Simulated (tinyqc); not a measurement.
Domain walls in a thin film with perpendicular anisotropy: Bloch, Neel and chiral walls, motion and stripe domains: one step, computed by the program tinyqc.

One-dimensional wall: polar angle theta(x), azimuth phi of the moment in the wall (phi = 0 Neel, 90 degrees Bloch). mu_0 = 1.25663706212e-6 T m/A, gamma = 1.76085963023e11 rad/(s T).

Task: Bloch or Neel. sigma(phi) = sigma_0 + 2 Delta K_D cos^2(phi) - pi D cos(phi), with the wall shape anisotropy K_D = N_x mu_0 M_s^2/2, N_x = t ln 2/(pi Delta). The minimum has cos(phi) = D/D_N for D < D_N = 4 Delta K_D/pi and phi = 0 beyond; sigma turns negative at D_c = (sigma_0 + 2 Delta K_D)/pi.

Inputs (values chosen for the exercise, for a model film): saturation magnetisation M_s = 1060 kA/m; DMI constant D = 0.32 mJ/m^2; thickness t = 0.83 nm.

width parameter Delta = 5.907541 nm

sigma_0 = 6.026196 mJ/m^2

Give: K_D; D_N; azimuth phi; wall energy sigma; D_c.

Result:

K_D = 21.88 kJ/m^3

D_N = 0.1646 mJ/m^2

azimuth phi = 0 degrees

wall energy sigma = 5.279 mJ/m^2

D_c = 2.001 mJ/m^2

A pure chiral Neel wall. D is 0.16 of D_c.
